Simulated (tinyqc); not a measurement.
Quantum-well laser, gain and threshold: effect of the temperature.

One electron and one heavy-hole subband per well, parabolic, with equal sheet densities n of electrons and holes; k-conserving transitions, TE polarisation, no line broadening, so the gain starts as a step at E0 and peaks there. All wells are pumped alike.

Nc = me kB T/(pi hbar^2), Nv = mh kB T/(pi hbar^2), mr = me mh/(me + mh) in m0, g0(E) = q^2 Ep mr/(4 nr eps0 c hbar E Lw) (squared momentum element m0 Ep/4, joint density of states mr/(pi hbar^2 Lw) for both spins). Peak gain g(n) = g0(E0)[1 - exp(-n/Nc) - exp(-n/Nv)]. Mirror loss am = ln(1/(R1 R2))/(2 Lc); threshold gain gth = (ai + am)/(Nw Gw). nth solves g(n) = gth and ntr solves g(n) = 0. Jth = q Nw (A n + B n^2 + C n^3)/eta at n = nth, Ith = Jth Wd Lc; differential efficiency of both facets eta am/(ai + am).

Inputs (values chosen for the exercise); well values close to those of InGaN:
```
symbol,value,unit,meaning
E0,3.09,eV,lowest transition energy
me,0.196,m0,in-plane electron mass
mh,1.05,m0,in-plane hole mass
Ep,18,eV,Kane energy
nr,2.48,,refractive index
Lw,5,nm,well width
Nw,1,,number of wells
Gw,0.011,,optical confinement per well
ai,4,1/cm,internal loss
Lc,500,um,cavity length
R1,0.32,,front reflectance
R2,0.32,,back reflectance
A,1.1e8,1/s,defect recombination coefficient
B,0.00024,cm^2/s,radiative coefficient per well
C,1e-18,cm^4/s,Auger coefficient per well
eta,0.84,,injection efficiency
Wd,2,um,stripe width
```

Constants: q = 1.602176634e-19 C, kB = 1.380649e-23 J/K, eps0 = 8.8541878128e-12 F/m, hbar = 1.054571817e-34 J s, m0 = 9.1093837015e-31 kg, c = 299792458 m/s. Results are converted to the units shown.

The same in every row: gth (1/cm) = 2435.3; differential efficiency = 0.71457.

Result of one run:
```
T (K)  ntr (cm^-2)  nth (cm^-2)  Jth (A/cm^2)  Ith (mA)
230      2.3420e12    3.0141e12        484.32    4.8432
```

What becomes of these results when the temperature T is changed from 230 to 200 K, all else the same?

Result of the changed run:
```
T (K)  ntr (cm^-2)  nth (cm^-2)  Jth (A/cm^2)  Ith (mA)
200      2.0365e12    2.6209e12        372.87    3.7287
```

The whole series:
```
T (K)  ntr (cm^-2)  nth (cm^-2)  Jth (A/cm^2)  Ith (mA)
200      2.0365e12    2.6209e12        372.87    3.7287
230      2.3420e12    3.0141e12        484.32    4.8432
260      2.6475e12    3.4072e12        610.45    6.1045
290      2.9530e12    3.8003e12        751.33    7.5133
320      3.2584e12    4.1935e12        907.04    9.0704
350      3.5639e12    4.5866e12        1077.6    10.776
380      3.8694e12    4.9798e12        1263.2    12.632
410      4.1749e12    5.3729e12        1463.8    14.638
```

As T goes from 200 to 410 K, gth stays at 2440 1/cm, Jth rises from 373 to 1460 A/cm^2 and Ith rises from 3.73 to 14.6 mA. With A, B, C and the losses fixed, ntr and nth are proportional to T; written as exp(T/T0), Jth has T0 = 154 K over the range.

Range of the model: The second hole subband, left out here, lies within about 2 Vt of the first in a well this wide. Polarisation fields, which separate electrons and holes in nitride wells and lower the gain, are left out.

Program tinyqc, `OMP_NUM_THREADS=1 python tinyqc.py 2840105 2840106 out.jsonl`; Intel Xeon 2.30GHz, shared host, one thread, about 0.02 s.
